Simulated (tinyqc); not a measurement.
CID on RHF in the sto-6g basis, for H4, spin multiplicity 1, step by step. One step of it, computed by the program tinyqc.

Task: Iteration 5 (converged): orbitals. Diagonalise F' = X^T F X, C = X C', fill 2 alpha and 2 beta electrons from the bottom; D = 2 C_occ C_occ^T. Each column has its largest component positive (the first on a tie).

converged F (hartree), lower triangle:
```
           1H 1s      2H 1s      3H 1s      4H 1s
1H 1s  -0.347686
2H 1s  -0.578365  -0.355731
3H 1s  -0.050629  -0.118310  -0.355731
4H 1s  -0.008765  -0.050629  -0.578365  -0.347686
```

X, lower triangle:
```
           1H 1s      2H 1s      3H 1s     4H 1s
1H 1s   1.217266
2H 1s  -0.437616   1.230759
3H 1s   0.030469  -0.110454   1.230759
4H 1s  -0.010673   0.030469  -0.437616  1.217266
```

Give: F' = X^T F X; orbital energies; coefficients C; D after iteration 5.

Result:

F' = X^T F X (hartree), lower triangle:
```
         1        2        3       4
1   0.0320
2  -0.6020   0.0405
3   0.0389  -0.1208   0.0405
4  -0.0116   0.0389  -0.6020  0.0320
```

orbital energies (hartree): MO1 -0.5953, MO2 -0.5412, MO3 0.5355, MO4 0.7461

coefficients C:
```
          MO1      MO2      MO3      MO4
1H 1s  0.3634   0.4183   0.8239  -0.8297
2H 1s  0.3903   0.3947  -0.7471   0.9237
3H 1s  0.3903  -0.3947  -0.7471  -0.9237
4H 1s  0.3634  -0.4183   0.8239   0.8297
```

D after iteration 5, lower triangle:
```
         1H 1s    2H 1s   3H 1s   4H 1s
1H 1s   0.6141
2H 1s   0.6139   0.6162
3H 1s  -0.0466  -0.0070  0.6162
4H 1s  -0.0859  -0.0466  0.6139  0.6141
```
